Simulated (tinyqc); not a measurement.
Ballistic conductance of a hard-wall wire of rectangular section by counting modes: one step of the calculation.

Subband edges E_(a,b) = (C pi^2/m) [(a/W)^2 + (b/Hh)^2], a, b = 1, 2, ...; C = hbar^2/(2 m0). Every mode transmits fully; spin gives the factor 2 in 2 q^2/h, valleys the factor gv.

Question. Subband edges and their occupation. List the edges below Et; each adds its degeneracy times f = 1/(1 + exp((E_n - Ef)/Vt)) to the thermal mode count.

Parameters, values chosen for the exercise: temperature T = 77 K; mass m = 0.023 m0; Fermi energy above the bulk band edge Ef = 0.145 eV; width W = 20 nm; height Hh = 31 nm; highest subband edge listed Et = 0.181 eV.

Constants: q = 1.602176634e-19 C, kB = 1.380649e-23 J/K, hbar = 1.054571817e-34 J s, m0 = 9.1093837015e-31 kg, Vt = kB T/q, hbar^2/(2 m0) = 0.0380998212 eV nm^2. Results are converted to the units shown.

Find: edge; degeneracy; f.

Answer.

```
mode	edge (eV)	degeneracy	f
1,1	0.0579	1	1.000
1,2	0.1089	1	0.996
2,1	0.1805	1	0.005
```

tinyqc, about 0.7 s, one thread, Intel Xeon 2.30GHz (shared host): `OMP_NUM_THREADS=1 python tinyqc.py 2740126 2740127 out.jsonl`
